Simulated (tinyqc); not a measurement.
# n-type polysilicon, carrier trapping at grain boundaries: effects of single changes

One-dimensional grains of size Lg, uniform ionised doping N, monovalent traps Qt at each boundary at a depth Et below (for electrons) or above (for holes) the band edge there, abrupt depletion of width W on each side of a boundary, Boltzmann statistics. xi is the distance from the band edge at the grain centre to the Fermi level. Trapped charge Qt/(1 + exp((xi + VB - Et)/Vt)) = 2 N W, barrier VB = q N W^2/(2 eps0 eps_r).

Inputs (values chosen for the exercise); values of the order met in polycrystalline silicon:
```
symbol,value,unit,meaning
T,300,K,temperature
eps_r,11.7,,relative permittivity
NB,2.8e19,cm^-3,conduction-band density of states at T
Lg,300,nm,grain size
Qt,1.1e12,cm^-2,trap density of a grain boundary
Et,0.36,eV,depth of the trap level from the majority band edge at the boundary
ms,0.3,m0,mass for thermionic emission
fe,0.12,,correction factor of the emission rate
mug,240,cm^2/(V s),mobility inside the grains
N,7.7e16,cm^-3,doping
```

Constants: q = 1.602176634e-19 C, kB = 1.380649e-23 J/K, m0 = 9.1093837015e-31 kg, Vt = kB T/q, eps0 = 8.8541878128e-14 F/cm where lengths are in cm. Results are converted to the units shown.

Each table varies one quantity; the others keep the values above.

## Effect of the doping

If the trap equation with xi = Vt ln(NB/N) has a root W < Lg/2, the grain is partly depleted; otherwise W = Lg/2 and the trap equation gives xi = Et - VB + Vt ln(Qt/(N Lg) - 1). N* = Qt/Lg. n0 = NB exp(-xi/Vt); mean density n0 (1 - 2 W/Lg) by charge balance in a partly depleted grain, and n0 (sqrt(pi)/2) erf(u)/u with u = sqrt(VB/Vt) in a fully depleted one; v = sqrt(kB T/(2 pi ms m0)); barrier resistivity Vt exp(VB/Vt)/(q fe n0 v Lg); grain resistivity (1 - 2 W/Lg)/(q n0 mug); effective mobility 1/(q mean density total resistivity). Rows with xi above 0.45 V, towards mid-gap, are left out, since the other carrier type is ignored.

Effect of the doping:

| N (cm^-3) | N/N* | depleted share 2 W/Lg | VB (V) | xi (V) | mean density (cm^-3) | resistivity (ohm cm) | effective mobility (cm^2/(V s)) |
|---|---|---|---|---|---|---|---|
| 1.8e15 | 0.04909 | 1.000 | 0.03132 | 0.4053 | 3.083e12 | 7047 | 287.3 |
| 3.9e15 | 0.1064 | 1.000 | 0.06786 | 0.3472 | 2.205e13 | 3056 | 92.62 |
| 8.1e15 | 0.2209 | 1.000 | 0.1409 | 0.2517 | 6.288e14 | 1283 | 7.737 |
| 1.7e16 | 0.4636 | 0.7863 | 0.1829 | 0.1915 | 3.633e15 | 634.4 | 2.708 |
| 3.6e16 | 0.9818 | 0.5427 | 0.1845 | 0.1721 | 1.646e16 | 319.2 | 1.188 |
| 7.5e16 | 2.045 | 0.3691 | 0.1778 | 0.1531 | 4.732e16 | 118.3 | 1.115 |
| 1.6e17 | 4.364 | 0.2221 | 0.1373 | 0.1335 | 1.245e17 | 11.69 | 4.289 |
| 3.3e17 | 9.000 | 0.1110 | 0.07072 | 0.1148 | 2.934e17 | 0.4964 | 42.85 |
| 7e17 | 19.09 | 0.05237 | 0.03341 | 0.09536 | 6.633e17 | 0.08268 | 113.8 |
| 1.5e18 | 40.91 | 0.02444 | 0.01559 | 0.07566 | 1.463e18 | 0.02803 | 152.1 |

What does the table show?

As N goes from 1.8e15 to 1.5e18, VB goes from 0.0313 through a maximum of 0.185 (at N = 3.6e16 among the rows listed) to 0.0156 V, the resistivity falls from 7050 to 0.0280 ohm cm and the effective mobility goes from 287 through a minimum of 1.12 (at N = 7.5e16 among the rows listed) to 152 cm^2/(V s). The steepest fall of the resistivity among the rows, as N^(-4.4), lies between N = 1.6e17 and 3.3e17 cm^-3; N* = 3.67e16 cm^-3. While the grain is fully depleted VB grows as N; once the traps are full it falls as 1/N. For N = 1.5e18 VB is below Vt, where abrupt depletion and thermionic emission are rough. For N = 8.1e15, 1.7e16 the grain is near the changeover between partial and full depletion, within a few Debye lengths, where both limits are rough. For N = 1.8e15 the effective mobility exceeds mug, since drift through the depleted part of the grain is left out.

## Effect of the trap density of a grain boundary

Same model as above.

N* = Qt/Lg.

The same in every row: xi (V) = 0.1524.

Result of one run:

| Qt (cm^-2) | N/N* | depleted share 2 W/Lg | VB (V) | mean density (cm^-3) | resistivity (ohm cm) | effective mobility (cm^2/(V s)) |
|---|---|---|---|---|---|---|
| 2e11 | 11.55 | 0.08654 | 0.01003 | 7.034e16 | 0.4832 | 183.6 |

What becomes of these results when the trap density of a grain boundary Qt is changed from 2e11 to 2.8e12 cm^-2, all else the same?

Result of the changed run:

| Qt (cm^-2) | N/N* | depleted share 2 W/Lg | VB (V) | mean density (cm^-3) | resistivity (ohm cm) | effective mobility (cm^2/(V s)) |
|---|---|---|---|---|---|---|
| 2.8e12 | 0.8250 | 0.4098 | 0.2249 | 4.545e16 | 712.5 | 0.1927 |

The whole series:

| Qt (cm^-2) | N/N* | depleted share 2 W/Lg | VB (V) | mean density (cm^-3) | resistivity (ohm cm) | effective mobility (cm^2/(V s)) |
|---|---|---|---|---|---|---|
| 2e11 | 11.55 | 0.08654 | 0.01003 | 7.034e16 | 0.4832 | 183.6 |
| 3.4e11 | 6.794 | 0.1470 | 0.02897 | 6.568e16 | 0.6515 | 145.9 |
| 5.7e11 | 4.053 | 0.2450 | 0.08039 | 5.814e16 | 2.912 | 36.87 |
| 9.7e11 | 2.381 | 0.3513 | 0.1653 | 4.995e16 | 71.26 | 1.754 |
| 1.6e12 | 1.444 | 0.3877 | 0.2014 | 4.715e16 | 286.4 | 0.4623 |
| 2.8e12 | 0.8250 | 0.4098 | 0.2249 | 4.545e16 | 712.5 | 0.1927 |
| 4.7e12 | 0.4915 | 0.4250 | 0.2420 | 4.427e16 | 1378 | 0.1023 |
| 8e12 | 0.2888 | 0.4384 | 0.2575 | 4.324e16 | 2510 | 0.05750 |

As Qt goes from 2e11 to 8e12, VB rises from 0.0100 to 0.258 V, the resistivity rises from 0.483 to 2510 ohm cm and the effective mobility falls from 184 to 0.0575 cm^2/(V s). For Qt = 2e11 VB is below Vt, where abrupt depletion and thermionic emission are rough.

Numbers from tinyqc (`OMP_NUM_THREADS=1 python tinyqc.py 2830097 2830098 out.jsonl`; about 0.01 s on one thread of a shared Intel Xeon 2.30GHz).
